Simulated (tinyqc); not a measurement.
Worked calculation: Luttinger-Kohn k.p, four valence bands. One step of it, computed by the program tinyqc.

Question. Bloch Hamiltonian at k. P = c g1 k^2, Q = c g2 (kx^2 + ky^2 - 2 kz^2), R = c sqrt3 [-g2 (kx^2 - ky^2) + 2i g3 kx ky], S = 2 c sqrt3 g3 (kx - i ky) kz, c = hbar^2/2m = 3.809982 eV angstrom^2; rows [P+Q, -S, R, 0], [-S*, P-Q, 0, R], [R*, 0, P-Q, S], [0, R*, S*, P+Q]. The path ends lie at |k| = 0.06 1/angstrom.

Luttinger parameters chosen for this model; energies are counted downward from the top of the valence band:
```
parameter      value  unit
g1         18.000000
g2          6.620000
g3          7.330000
```

k point k (1/angstrom): -0.041000  -0.045000  -0.029000

Give: H(k) at k.

Answer.

H(k) at k (eV), lower triangle (Hermitian):
```
                  3/2             1/2            -1/2    -3/2
3/2            0.3629
1/2   -0.1150-0.1262i          0.2608
-1/2   0.0150-0.1785i          0.0000          0.2608
-3/2           0.0000  0.0150-0.1785i  0.1150+0.1262i  0.3629
```
